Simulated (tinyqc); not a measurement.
## Contact resistivity and sheet resistance from two contact lengths

Question. Rc = [sqrt(rc Rsh)/Wc] coth(Lc/(2 LT)), LT = sqrt(rc/Rsh), Wc = 120 nm; the second contact is twice as long as the first. Find LT, rc and Rsh.

Rc for Lc = 32 and 64 nm (ohm): 82.7790870  54.7785935

Answer. With t = tanh(Lc/(2 LT)) for the shorter contact, the resistance of the longer over that of the shorter is (1 + t^2)/2. Then sqrt(rc Rsh) = Rc t Wc, and rc and Rsh follow by multiplying and dividing by LT.

LT = 24.78 nm
rc = 1.400e-9 ohm cm^2
Rsh = 228.0 ohm

Computed by the program tinyqc: `OMP_NUM_THREADS=1 python tinyqc.py 2170125 2170126 out.jsonl`, one thread of a shared Intel Xeon 2.30GHz, about 0.05 s for the whole run.
